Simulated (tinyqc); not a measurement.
Reverse leakage of an n+-p junction: diffusion, generation, trap-assisted and band-to-band tunnelling: one step of the calculation.

One-sided abrupt junction in the depletion approximation, x from the junction (0) to W on the p side, field F = F0 (1 - x/W). Flat quasi-Fermi levels, long p side. Traps generate through SRH with both lifetimes shortened by 1 + Gamma (Hurkx enhancement, form for moderate fields); band-to-band generation is local and needs a total bending above Eg.

Task. Generation rates across the layer. u = (Vbi + VR)(1 - x/W)^2, p = Na exp(-u/Vt), n = Nd exp((u - Vbi - VR)/Vt); G0 = ni^2 (1 - exp(-VR/Vt))/(tau (n + p + 2 ni cosh(Et/Vt))); Gamma = 2 sqrt(3 pi)(F/FG) exp((F/FG)^2); trap-assisted part G0 Gamma; G_bb = Ab F^2.5 exp(-Bb/F) with F in V/cm, zero unless Vbi + VR > Eg, and counted as zero under 1 cm^-3 s^-1. 14 equal steps.

Inputs (values chosen for the exercise); band and dielectric values close to those of silicon: temperature T = 350 K; band gap Eg = 1.1 eV; acceptor density of the lighter side Na = 1.1e16 cm^-3; donor density of the heavier side Nd = 5e19 cm^-3; SRH lifetime of both carriers at zero field tau = 1e-6 s; trap level above the intrinsic level Et = 0 eV; band-to-band prefactor Ab = 4e14 cm^-0.5 V^-2.5 s^-1; band-to-band field constant Bb = 1.92e7 V/cm; reverse bias VR = 2.2 V.

Constants: q = 1.602176634e-19 C, kB = 1.380649e-23 J/K, Vt = kB T/q. Results are converted to the units shown.

ni = 4.0833654e11 cm^-3
Vbi = 0.86936647 V
W = 598.12395 nm
F0 = 102.63312 kV/cm
FG = 464.79405 kV/cm

Find: x; F; Gamma; G0; G0 Gamma; G_bb.

Result.

x, point 0 to 14 (nm): [0.0, 42.7, 85.4, 128.2, 170.9, 213.6, 256.3, 299.1, 341.8, 384.5, 427.2, 470.0, 512.7, 555.4, 598.1]
F, point 0 to 14 (kV/cm): [102.6, 95.3, 88.0, 80.6, 73.3, 66.0, 58.6, 51.3, 44.0, 36.7, 29.3, 22.0, 14.7, 7.3, 0.0]
Gamma, point 0 to 14: [1.424, 1.313, 1.204, 1.098, 0.9928, 0.8893, 0.7872, 0.6862, 0.5863, 0.4872, 0.3889, 0.2912, 0.1939, 0.09687, 0]
G0, point 0 to 14 (cm^-3 s^-1): [3.335e9, 4.007e15, 2.041e17, 2.042e17, 2.042e17, 2.042e17, 2.042e17, 2.042e17, 2.041e17, 1.980e17, 4.724e16, 1.609e15, 1.209e14, 2.547e13, 1.516e13]
G0 Gamma, point 0 to 14 (cm^-3 s^-1): [4.747e9, 5.261e15, 2.459e17, 2.241e17, 2.027e17, 1.816e17, 1.607e17, 1.401e17, 1.197e17, 9.648e16, 1.837e16, 4.686e14, 2.344e13, 2.467e12, 0]
G_bb, point 0 to 14 (cm^-3 s^-1): [0.000, 0.000, 0.000, 0.000, 0.000, 0.000, 0.000, 0.000, 0.000, 0.000, 0.000, 0.000, 0.000, 0.000, 0.000]

Range of the model: The n+ side is degenerate, so Vbi from Boltzmann statistics is only a guide.

tinyqc, about 0.01 s, one thread, Intel Xeon 2.30GHz (shared host): `OMP_NUM_THREADS=1 python tinyqc.py 2290132 2290133 out.jsonl`
